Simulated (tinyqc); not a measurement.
Mirror strength against the number of periods: longitudinal sound in a periodic multilayer: transfer matrices, stop bands and folded phonons. Computed by tinyqc, a small Python program. Command: `OMP_NUM_THREADS=1 python tinyqc.py 3030005 3030006 out.jsonl multilayer walk`. One thread of a shared host (Intel(R) Xeon(R) Processor @ 2.30GHz), about 0.01 s of CPU time with the checks.

Layers 1 and 2 repeat with period d = d_1 + d_2; waves travel normal to the layers, without loss. State vector (u, s): displacement u and stress divided by omega. Impedances Z = rho v are in 1e6 kg/(m^2 s).

Inputs (values chosen for the exercise, modelled on silica (layer 1), molybdenum (layer 2) and gallium arsenide (substrate)):
```
quantity            value    unit
density rho_1        2.21  g/cm^3
velocity v_1         6020     m/s
thickness d_1        8.06      nm
density rho_2        10.1  g/cm^3
velocity v_2         6190     m/s
thickness d_2        7.49      nm
substrate density    5.33  g/cm^3
substrate velocity   4640     m/s
frequency f           262     GHz
```

Method:
- Z = rho v; interface reflection r = (Z_2 - Z_1)/(Z_2 + Z_1) (stress amplitude, from 1 into 2); Bragg frequency f_B = 1/[2 (d_1/v_1 + d_2/v_2)]; long-wave velocity v_eff = d/sqrt[(d_1/v_1)^2 + (d_2/v_2)^2 + (Z_1/Z_2 + Z_2/Z_1)(d_1/v_1)(d_2/v_2)].
- A layer maps (u, s) by [[cos p, sin p/Z], [-Z sin p, cos p]], p = 2 pi f d_i/v_i; one period is M = M_2 M_1, and cos(q d) = trace(M)/2.
- For N periods A = M^N. A wave comes from a thick layer of material 1 and leaves into the substrate (Z_s): transmitted power T = 4 Z_1 Z_s/|Z_1 A_22 + Z_s A_11 - i (Z_1 Z_s A_12 - A_21)|^2, reflected power R = 1 - T.

Bragg frequency f_B = 196.164 GHz

Z_2 = 62.519

Z_1 = 13.3042

Z of the substrate = 24.7312

trace(M)/2 = -1.56493

Transmitted power:
```
N     T at f_B  T at f_B (dB)      T at f
1      0.28770        -5.4106     0.32350
2     0.015333        -18.144    0.041625
3   7.0523e-04        -31.517   0.0053989
4   3.2210e-05        -44.920  7.0373e-04
6   6.7144e-08        -71.730  1.1975e-05
8   1.3997e-10        -98.540  2.0379e-07
12  6.0823e-16        -152.16  5.9023e-11
16  2.6430e-21        -205.78  1.7095e-14
24  4.9908e-32        -313.02  1.4339e-21
```

At f_B each further period removes 13.40 dB at large N, which is 20 log10 of the impedance ratio, 13.44 dB, as for a quarter-wave stack; 99 % reflection needs N = 3 among these rows. At f, in a stop band, T decays as well. Values below about 1e-6 belong to the ideal stack: roughness and scattering into other modes, left out here, set a floor in a real one.
